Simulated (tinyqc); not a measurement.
Worked calculation: Rayleigh-quotient iteration on a symmetric matrix. Computed by tinyqc, a small Python program that keeps every step. Settings: method = rayleigh, shift = 0.2. Command: `OMP_NUM_THREADS=1 python tinyqc.py 27206 27207 out.jsonl` (the two numbers bound the seeds that draw the settings). One thread of a shared host (Intel(R) Xeon(R) Processor @ 2.60GHz), about 0.01 s of CPU time with the checks.

## Step 1

A, lower triangle:
```
,1,2,3,4,5,6
1,0.904000
2,0.478000,1.478000
3,1.109000,0.844000,1.803000
4,0.608000,-0.384000,-0.620000,1.837000
5,-0.613000,-0.254000,-0.391000,0.717000,2.167000
6,-0.581000,-0.451000,-0.096000,0.325000,-0.220000,2.403000
```

vector v at the start: 0.408248  0.408248  0.408248  0.408248  0.408248  0.408248

shift = 0.200000

solve (A - shift) w = v; v' = w/|w| with its largest component positive (the first on a tie); lambda = v'^T A v'; the next shift is lambda.

vector after step 1: -0.086996  0.563953  0.445079  0.511510  0.303811  0.349785

Rayleigh quotient after step 1 = 1.501237

## Step 2

As before.

vector after step 2: -0.121131  0.273687  0.497700  -0.190652  0.683420  0.399132

Rayleigh quotient after step 2 = 1.586299

## Course of the iteration

Stop when the residual |A v - lambda v| is below 1e-9.

Steps:
```
step,lambda,residual
1,1.50123676,7.99e-01
2,1.58629867,1.03e-01
3,1.58078973,8.80e-04
4,1.58078883,1.37e-09
5,1.58078883,3.93e-16
```

all eigenvalues, for comparison: -0.444170  0.818653  1.580789  2.123271  2.633222  3.880235

Converged in 5 steps.
